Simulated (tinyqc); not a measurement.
Inside a calculation: carbon nanotube by zone folding. Values are carried at full precision from step to step, so a last printed digit may differ when a step is redone from the rounded ones.

Circumference C = n a1 + m a2, a = sqrt3 acc; d = a sqrt(n^2 + nm + m^2)/pi; tan(theta) = sqrt3 m/(2n + m); dR = gcd(2n + m, 2m + n); T = t1 a1 + t2 a2 with t1 = (2m + n)/dR, t2 = -(2n + m)/dR, |T| = sqrt3 pi d/dR; N = 2 (n^2 + nm + m^2)/dR hexagons a cell. On cutting line mu = 0 to N - 1 at x = k|T|/(2 pi) the phases are p1 = 2 pi (-t2 mu + m x)/N, p2 = 2 pi (t1 mu - n x)/N, and E = -/+ t |1 + exp(i p1) + exp(i p2)|.

Inputs chosen for the exercise (near those used for carbon; the results hold for these values, not for the real material):
- n = 10 (chiral index)
- m = 4 (chiral index)
- acc = 1.44 angstrom (bond length)
- t = 2.77 eV (hopping)
- mu = 22 (cutting line)
- x = 0.48 (position on the line)

## Geometry

Form d, theta, dR, t1, t2, N and |T|, and (n - m) mod 3.

d = 9.916 angstrom
theta = 16.10 degrees

dR, t1, t2, N: 6  3  -4  52

|T| = 8.993 angstrom
(n - m) mod 3 = 0

A cutting line passes through K: metallic in zone folding; chiral, 104 atoms a cell.

## One point of one line

Form the phases and the energy.

p1, p2 (rad): 10.86508  7.39483

E of the upper band = 3.6467 eV

## Band edges

The three lowest distinct minima of E along the lines, doubled (the transition between mirror bands), against the cone: 2 t acc j/d with j = 1, 2, 4 for semiconducting and 0, 3, 3 for metallic tubes.

Transitions (eV):

| order | zone folding | cone |
|---|---|---|
| 1 | 0.0000 | 0.0000 |
| 2 | 2.2500 | 2.4136 |
| 3 | 2.4650 | 2.4136 |

Trigonal warping splits the first pair of the metallic tube by 0.2150 eV. Measured optical lines also hold self-energy and exciton terms.

## The small gap from curvature

Rolling tilts the orbitals and moves K off the line: Eg = (3/4) t (acc/d)^2 |cos(3 theta)| in the estimate used here (misalignment of pi orbitals alone).

gap = 29.1 meV

It falls as 1/d^2 and is largest for zigzag tubes.

Computed by tinyqc, a small Python program: `OMP_NUM_THREADS=1 python tinyqc.py 1451113 1451114 out.jsonl` (the numbers bound the seed that draws the inputs); one thread of a shared host (Intel(R) Xeon(R) Processor @ 2.30GHz), about 0.02 s for the whole set of steps.
